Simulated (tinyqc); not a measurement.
From results back to parameters: phonon-assisted absorption at an indirect gap. Five cases, with inputs chosen for the exercise.

Problem. A slab transmits Tr = (1 - R)^2 x/(1 - R^2 x^2) with x = exp(-alpha d) and R = ((nr - 1)/(nr + 1))^2.

Find: x; alpha.

Method. Tr R^2 x^2 + (1 - R)^2 x - Tr = 0; take the positive root, then alpha = -ln(x)/d.

Case 1.

Values chosen (out of a larger set: loosely those of Si at room temperature; Eg is not tied to T; not measured data): nr = 3.66 (refractive index); d = 0.82 micrometre (thickness).

Tr = 0.507635

Solution.

x = 0.9986
alpha = 16.6 1/cm

Case 2.

Values chosen (out of a larger set: loosely those of GaP at room temperature; Eg is not tied to T; not measured data): nr = 3.36 (refractive index); d = 100 micrometre (thickness).

Tr = 2.38825e-08

Solution.

x = 4.778e-08
alpha = 1.69e+03 1/cm

Case 3.

Values chosen (out of a larger set: loosely those of Si at room temperature; Eg is not tied to T; not measured data): nr = 3.61 (refractive index); d = 59 micrometre (thickness).

Tr = 0.0233489

Solution.

x = 0.05056
alpha = 506 1/cm

Case 4.

Values chosen (out of a larger set: loosely those of Si at room temperature; Eg is not tied to T; not measured data): nr = 3.59 (refractive index); d = 35 micrometre (thickness).

Tr = 0.445244

Solution.

x = 0.8827
alpha = 35.7 1/cm

Case 5.

Values chosen (out of a larger set: loosely those of Si at room temperature; Eg is not tied to T; not measured data): nr = 3.63 (refractive index); d = 0.59 micrometre (thickness).

Tr = 0.511508

Solution.

x = 0.9991
alpha = 15.9 1/cm

Computed by tinyqc, one run a case: `OMP_NUM_THREADS=1 python tinyqc.py N N+1 out.jsonl` with N = 1651918, 1651949, 1652036, 1652203, 1652245; one thread of a shared Intel(R) Xeon(R) Processor @ 2.30GHz, about 0.01 s a run at most.
